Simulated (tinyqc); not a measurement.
# Spin coating of a resist or spin-on film: centrifugal thinning, evaporation and the final thickness (Emslie and Meyerhofer models), step by step

A worked calculation. Computed by tinyqc, a small Python program that keeps every step. Command: `OMP_NUM_THREADS=1 python tinyqc.py 3110185 3110186 out.jsonl spincoat walk`. One thread of a shared host (Intel(R) Xeon(R) Processor @ 2.30GHz), about 0.1 s of CPU time with the checks. Intermediate numbers are printed to about 5 digits and carried at full precision; extremes and crossings named in words are read from the listed rows.

A Newtonian film stays uniform over the wafer; solvent and solids have the same density and the concentration is uniform through the thickness.

Inputs (values chosen for the exercise, of the order of those of a polymer resist in an ester solvent):
```
quantity                                 value          unit
solids volume fraction c0                 0.31             -
kinematic viscosity of the solvent nu_s    2.5        mm^2/s
viscosity constant k                      1300        mm^2/s
viscosity exponent gamma                   2.5             -
spin speed f                              6000           rpm
evaporation rate at 1000 rpm e0          0.068  micrometre/s
starting thickness h0                      900    micrometre
time t                                    0.79             s
wafer radius R                             100            mm
shrinkage in the bake                      6.9             %
```

## Rates

omega = 2 pi f/60; nu(c) = nu_s + k c^gamma; evaporation rate e = e0 sqrt(f/1000 rpm). Flow constant K = 2 omega^2/(3 nu(c0)); Reynolds number of the air omega R^2/nu_air with nu_air = 15 mm^2/s.

omega = 628.32 1/s

nu(c0) = 72.058 mm^2/s

evaporation rate e = 0.16657 micrometre/s

flow constant K = 0.0036525 1/(micrometre^2 s)

Reynolds number of the air = 4.1888e+05

Caution: above a Reynolds number of about 3e5 the air flow near the rim turns turbulent, and evaporation is no longer uniform.

## Thinning without evaporation

dh/dt = -K h^3 gives h = h0/sqrt(1 + 2 K h0^2 t); for long times h = 1/sqrt(2 K t).

h(t) without evaporation = 13.162 micrometre

long-time form = 13.164 micrometre

time 1/(2 K h0^2) = 1.6900e-04 s

The long-time form is within 0.011 %: the starting thickness is forgotten.

## The two-stage estimate

Meyerhofer estimate: flow rules until (1 - c0) K h^3 = e, then evaporation alone: h_w = (e/((1 - c0) K))^(1/3), dry film c0 h_w.

wet thickness h_w = 4.0431 micrometre

dry film, estimate = 1253.4 nm

drying time (1 - c0) h_w/e = 16.749 s

## First explicit step of the full model

Solids s and liquid l per area start at s = c0 h0, l = (1 - c0) h0. With h = h0 and c = c0: Q = K h^3, K = 2 omega^2/(3 nu); one Euler step of length dt = 0.01 h0/Q for s and l, ds/dt = -c Q, dl/dt = -(1 - c) Q - e.

Q = 2.6626e+06 micrometre/s

dt = 3.3801e-06 s

s = 276.21 micrometre

l = 614.79 micrometre

Q/e at the start = 1.5986e+07

## The full model

Full model for solids s and liquid l per area, h = s + l, c = s/h: ds/dt = -c Q, dl/dt = -(1 - c) Q - e, Q = 2 omega^2 h^3/(3 nu(c)); integrated adaptively (relative tolerance 1e-9) until l = 0. Dry film = s at l = 0, before the bake; film after the bake = s x (1 - shrinkage).

time to dry = 21.272 s

dry film = 1351.3 nm

film after the bake = 1258.1 nm

## Course in time

Times are fractions of the time to dry.

History:
```
fraction       t (s)  h (micrometre)        c  nu (mm^2/s)         Q/e  s (nm)
0.003     6.3816e-02          46.254  0.31005        72.08  2.1691e+03   14341
0.010     2.1272e-01          25.355  0.31029        72.22  3.5664e+02    7867
0.030     6.3816e-01          14.636  0.31150        72.91  6.7949e+01    4559
0.100     2.1272e+00           7.991  0.31928        77.38  1.0419e+01    2551
0.200     4.2544e+00           5.599  0.33709        88.27  3.1427e+00    1887
0.350     7.4452e+00           4.119  0.37718       116.08  9.5151e-01    1554
0.500     1.0636e+01           3.275  0.43622       165.88  3.3453e-01    1429
0.700     1.4890e+01           2.441  0.56070       308.54  7.4487e-02    1369
0.900     1.9145e+01           1.708  0.79236       729.03  1.0796e-02    1353
```

Q/e drops below 1 between t = 4.3 and 7.4 s, when c has risen from 0.31 to about 0.377; after that row the solids fall by a further 13 %. The full model gives 1.08 times the two-stage estimate.

## Spin curve

The formulas are those given above.

Dry film against speed:
```
f (rpm)  full model (nm)  estimate (nm)  time to dry (s)
500               4681.1         4341.8           255.24
1000              3310.0         3070.1           127.63
1500              2702.6         2506.7            85.09
2000              2340.6         2170.9            63.81
3000              1911.1         1772.5            42.54
4000              1655.0         1535.1            31.91
6000              1351.3         1253.4            21.27
```

The full thickness goes as f^-0.500; the estimate as (e/omega^2)^(1/3) = f^(-1/2). The time to dry goes as f^-1.00. A thickness window of 1 % allows a speed error of about 2 %.

Checks made by the program: constant-viscosity run against c0 h0 exp(-int K h^2 dt) (relative difference 2e-05).
